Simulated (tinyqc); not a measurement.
## Surface Green function of a zigzag honeycomb ribbon two chains wide, Sancho-Rubio decimation: densities of states against energy

A semi-infinite lead of cells 0, 1, 2, ... with H0 inside a cell and H1 = <cell i|H|cell i + 1>. Cell of four sites joined 1-2-3-4 by -t; site 2 joins site 1 of the next cell and site 3 joins site 4 of the next cell. z = E + i eta.

Start with e_s = e = H0, a = H1, b = H1^dagger. Each round: g = (z - e)^(-1); e_s <- e_s + a g b; e <- e + a g b + b g a; a <- a g a; b <- b g b (all with the old a, b). Round k joins cells 2^k apart. Stop when the largest entry of the matrices a and b is below 1e-12 eV; g_s = (z - e_s)^(-1), bulk (z - e)^(-1), density of states -Im Tr/pi. Here eta = 0.01 eV. Open modes are the crossings of E with the bands of H0 + H1 exp(ik) + H1^dagger exp(-ik) for 0 < k < pi.

H0 (eV):
```
      1      2     3      4
1  0.16   -2.7     0      0
2  -2.7  -0.16  -2.7      0
3     0   -2.7  0.16   -2.7
4     0      0  -2.7  -0.16
```

H1 (eV):
```
      1  2  3     4
1     0  0  0     0
2  -2.7  0  0     0
3     0  0  0  -2.7
4     0  0  0     0
```

Result of one run:
```
E (eV)  open modes  rounds  surface (1/eV)  bulk (1/eV)
7.61             0       5        0.001023     0.001931
```

What becomes of these results when the energy E is changed from 7.61 to -6.23 eV, all else the same?

Result of the changed run:
```
E (eV)  open modes  rounds  surface (1/eV)  bulk (1/eV)
-6.23            1      12          0.2765       0.2475
```

The whole series:
```
E (eV)  open modes  rounds  surface (1/eV)  bulk (1/eV)
-7.61            0       5        0.001023     0.001931
-6.23            1      12          0.2765       0.2475
-4.84            1      13          0.2649       0.1613
-3.46            2      13          0.3534       0.3976
-2.08            1      13          0.2322       0.1598
-0.69            1      13          0.2794       0.1710
0.69             1      13          0.2794       0.1710
2.08             1      13          0.2322       0.1598
3.46             2      13          0.3534       0.3976
4.84             1      13          0.2649       0.1613
6.23             1      12          0.2765       0.2475
7.61             0       5        0.001023     0.001931
```

The bands of the infinite lead run over -6.92 to -2.70, -4.22 to -0.160, 0.160 to 4.22, 2.70 to 6.92 eV. The rounds lie between 5 and 13, 5.0 on average outside the bands and 12.8 inside. The surface density of states is largest at E = -3.46 and 3.46 eV among the rows (0.353 1/eV, bulk 0.398).

Program tinyqc, `OMP_NUM_THREADS=1 python tinyqc.py 2680022 2680023 out.jsonl`; Intel Xeon 2.30GHz, shared host, one thread, about 0.04 s.
